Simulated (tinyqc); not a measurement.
Deep-level transient spectroscopy: two steps of the calculation.

Schottky contact on an n-type layer with shallow donors Nd (all ionised) and a donor-like deep trap, neutral when filled and positive when empty; depletion approximation. Traps within lam of the depletion edge stay filled. A long pulse to Vp fills the traps beyond x1 = Wp - lam; back at Vr those between x1 and x2 = Wr - lam emit. A rate window reads S = C(t2) - C(t1).

Inputs (values chosen for the exercise); material values close to those of indium phosphide:

| symbol | value | unit | meaning |
|---|---|---|---|
| eps_r | 12.5 |  | relative permittivity |
| Nc | 5.6e17 | cm^-3 | conduction-band density of states at 300 K |
| vth | 4.2e7 | cm/s | thermal velocity at 300 K |
| Nd | 8.1e15 | cm^-3 | shallow donor density |
| Vbi | 0.63 | V | built-in voltage |
| Et | 0.41 | eV | depth of the trap below the conduction edge |
| sn | 5.8e-17 | cm^2 | capture cross-section |
| Nt | 3.7e13 | cm^-3 | trap density |
| Vr | 8.1 | V | reverse bias |
| Vp | 0.7 | V | reverse bias during the filling pulse |
| T | 284 | K | temperature of the transient |

Constants: q = 1.602176634e-19 C, kB = 1.380649e-23 J/K, eps0 = 8.8541878128e-14 F/cm where lengths are in cm. Results are converted to the units shown.

Question 1. Widths. lam = sqrt(2 eps0 eps_r (EF - ET)/(q Nd)), EF - ET = Et - (kB T/q) ln(Nc(T)/Nd), Nc(T) = Nc (T/300 K)^1.5. In the steady state at the band bending V, 2 eps0 eps_r V/q = Nd W^2 + Nt (W - lam)^2 (the second term only if W > lam). V = Vbi + Vr gives Wr and V = Vbi + Vp gives Wp; x1 = max(Wp - lam, 0).

Give: lam; Wr; Wp; x1; x2; G = (x2^2 - x1^2)/Wr^2.

Answer 1.

lam = 229.33 nm
Wr = 1218.4 nm
Wp = 476.00 nm
x1 = 246.67 nm
x2 = 989.10 nm
G = (x2^2 - x1^2)/Wr^2 = 0.61800

Question 2. Peak temperature. Fixed-point step for en(T) = ew: T(new) = (Et q/kB)/ln(sn g T^2/ew), g = vth Nc/(300 K)^2.

ew = 40.235948 1/s
T at the start = 300 K

Find: T after step 1.

Answer 2.

T after step 1 = 274.4 K

Numbers from tinyqc (`OMP_NUM_THREADS=1 python tinyqc.py 2050087 2050088 out.jsonl`; about 0.01 s on one thread of a shared Intel Xeon 2.30GHz).
